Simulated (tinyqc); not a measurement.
Switching field against angle and time: single-domain magnet: Stoner-Wohlfarth switching, Neel-Arrhenius retention, LLG dynamics and spin torque. Computed by tinyqc, a small Python program. Command: `OMP_NUM_THREADS=1 python tinyqc.py 3026992 3026993 out.jsonl macro walk`. One thread of a shared host (Intel(R) Xeon(R) Processor @ 2.30GHz), about 0.09 s of CPU time with the checks.

The moment is uniform, with unit vector m; z is the easy axis. mu_0 = 1.25663706212e-6 T m/A, gamma = 1.76085963023e11 rad/(s T).

Inputs (values chosen for the exercise, for a model magnet): saturation magnetisation M_s = 1230 kA/m; diameter d = 8 nm; aspect ratio p = 2.9; bulk anisotropy K_u = 48 kJ/m^3; exchange stiffness A = 12 pJ/m; temperature T = 358 K; attempt frequency f0 = 1 GHz; waiting time t_w = 1 s.

Shape: prolate spheroid, easy axis along it.

Constants: k_B = 1.380649e-23 J/K.

Method:
- N_z = [p ln(p + sqrt(p^2 - 1))/sqrt(p^2 - 1) - 1]/(p^2 - 1); V = pi d^3 p/6; K_eff = K_u + K_shape, K_shape = -(mu_0 M_s^2/4)(3 N_z - 1); mu_0 H_K = 2 K_eff/M_s.
- Delta = K_eff V/(k_B T); tau = exp(Delta)/f0; probability of a flip within t_w: P = 1 - exp(-t_w/tau). Wall width parameter sqrt(A/K_eff); a two-domain state costs 4 sqrt(A K_eff) times the cross-section that the wall cuts (pi d^2/4).
- Energy over K_eff V: e(theta) = sin^2(theta) + 2 h cos(theta - psi) for m at the angle theta from +z and a field that points at psi from -z (it pulls m away from +z towards negative theta); h_sw = (cos^(2/3) psi + sin^(2/3) psi)^(-3/2).
- Switching field at T: the h at which the exact barrier equals ln(f0 t_w/ln 2) k_B T (0 if the zero-field barrier is lower). Sharrock form: h_sw [1 - (ln(f0 t_w/ln 2)/Delta)^(1/n)], n = 0.86 + 1.14 h_sw.

stability factor Delta = 56.8985

Fields over H_K:
```
psi (degrees)  h_sw at T = 0  thermal, exact barrier  thermal, Sharrock form
1                    0.90707                 0.38128                 0.36995
10                   0.67381                 0.31862                 0.30754
20                   0.57365                 0.28042                 0.27584
30                   0.52402                 0.25966                 0.25881
45                   0.50000                 0.24923                 0.25022
60                   0.52402                 0.25966                 0.25881
75                   0.61466                 0.29671                 0.28923
89                   0.90707                 0.38128                 0.36995
```

At T = 0 the field is least at 45 degrees, H_K/2, and symmetric about it. Thermal help lowers it to 42 % at 1 degree and 50 % at 45 degrees; the Sharrock form misses the exact barrier by at most about 0.011 H_K, at psi = 1 (and its mirror angle).

Extremes, crossings and ranges named in words are read from the listed rows.
